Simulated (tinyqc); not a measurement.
## Gate sheet resistance from two finger widths

Question. At low frequency R = Rsh Wf/(3 L) + B/Wf, where B collects the channel and vertical terms. Find Rsh, B and the width of lowest R.

Inputs (values chosen for the exercise): channel length L = 0.65 um.

input resistance of single fingers, contacted at one end, of width 0.84 and 5.2 um (ohm): [64.419048, 111.69231]

Solution. R Wf is a straight line in Wf^2; the minimum of R lies where both terms are equal.

Rsh = 39.00 ohm/square
B = 40.00 ohm um
width of lowest R = 1.414 um

Computed by the program tinyqc: `OMP_NUM_THREADS=1 python tinyqc.py 2262125 2262126 out.jsonl`, one thread of a shared Intel Xeon 2.30GHz, about 0.01 s for the whole run.
